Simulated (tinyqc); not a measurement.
# Electron mobility in a silicon inversion layer, empirical terms and Matthiessen rule: what changes with what

Inversion layer of sheet density Ns on a uniformly doped body, under a high-permittivity gate with an interlayer. The mobility terms are empirical power laws with prefactors chosen for the exercise; adding their inverses (Matthiessen) is itself an approximation.

Inputs (values chosen for the exercise); material values close to those of silicon:

| symbol | value | unit | meaning |
|---|---|---|---|
| T | 300 | K | temperature |
| Eg | 1.13 | eV | band gap |
| eps_r | 11.6 |  | relative permittivity of the semiconductor |
| Nc | 2.84e19 | cm^-3 | conduction-band density of states at T |
| Nv | 2.63e19 | cm^-3 | valence-band density of states at T |
| Nb | 4e17 | cm^-3 | body doping |
| Vsb | 0.6 | V | reverse body bias |
| eta | 0.5 |  | weight of the inversion charge in the effective field |
| Ap | 474 | cm^2/(V s) | phonon-limited mobility at 1 MV/cm and 300 K |
| As | 1060 | cm^2/(V s) | roughness-limited mobility at 1 MV/cm |
| gs | 2 |  | exponent of the roughness term |
| Ac | 3600 | cm^2/(V s) | Coulomb prefactor |
| Nit | 1.5e10 | cm^-2 | charge at the interface |
| Ar | 180 | cm^2/(V s) | remote-phonon mobility without interlayer |
| ti | 1 | nm | interlayer thickness |
| lr | 0.7 | nm | decay length of remote phonons |
| Ns | 4.6e12 | cm^-2 | inversion density |

Constants: q = 1.602176634e-19 C, kB = 1.380649e-23 J/K, Vt = kB T/q, eps0 = 8.8541878128e-14 F/cm where lengths are in cm. Results are converted to the units shown.

Each table varies one quantity; the others keep the values above.

## Effect of the charge at the interface

ni = sqrt(Nc Nv) exp(-Eg/(2 Vt)), Eg in volts; Ndep = sqrt(2 eps0 eps_r Nb (2 Vt ln(Nb/ni) + Vsb)/q); E = q (Ndep + eta Ns)/(eps0 eps_r), in MV/cm. With t = T/(300 K): muC = Ac (Ns/1e12 cm^-2) t/(Nb/1e17 cm^-3 + Nit/1e11 cm^-2), muP = Ap E^(-1/3) t^(-1.75), muS = As E^(-gs), muR = Ar exp(2 ti/lr)/t; 1/mu is the sum of the inverses.

The same in every row: E (MV/cm) = 0.7931; muP (cm^2/(V s)) = 512.1; muS (cm^2/(V s)) = 1685; muR (cm^2/(V s)) = 3134.

Effect of the charge at the interface:
```
Nit (cm^-2)  muC (cm^2/(V s))  mu (cm^2/(V s))
1e10                     4039            321.2
3.2e10                   3833            319.9
1e11                     3312            315.7
3.2e11                   2300            303.0
1e12                     1183            269.5
3.2e12                  460.0            198.4
1e13                    159.2            109.3
```

As Nit goes from 1e10 to 1e13 cm^-2, E stays at 0.793 MV/cm and mu falls from 321 to 109 cm^2/(V s). The smallest term is the phonon one in the first row and the Coulomb one in the last.

## Effect of the body doping

Same model as above.

The same in every row: muR (cm^2/(V s)) = 3134.

Effect of the body doping:
```
Nb (cm^-3)  E (MV/cm)  muC (cm^2/(V s))  muP (cm^2/(V s))  muS (cm^2/(V s))  mu (cm^2/(V s))
2e16           0.4508           4.731e4             618.2              5216            465.2
4.4e16         0.4973           2.807e4             598.3              4286            442.6
9.7e16         0.5674           1.479e4             572.5              3292            410.3
2.1e17         0.6700              7360             541.7              2361            367.0
4.7e17         0.8309              3414             504.2              1535            308.0
1e18            1.056              1632             465.4             950.2            242.0
2.3e18          1.431             715.3             420.6             517.7            165.9
5e18            1.959             330.2             378.8             276.1            104.1
```

As Nb goes from 2e16 to 5e18 cm^-3, E rises from 0.451 to 1.96 MV/cm and mu falls from 465 to 104 cm^2/(V s). The smallest term is the phonon one in the first row and the roughness one in the last. At Nb = 5e18 cm^-3 E passes 1.5 MV/cm, beyond the usual range of such laws.

Numbers from tinyqc (`OMP_NUM_THREADS=1 python tinyqc.py 2510019 2510020 out.jsonl`; about 0.01 s on one thread of a shared Intel Xeon 2.30GHz).
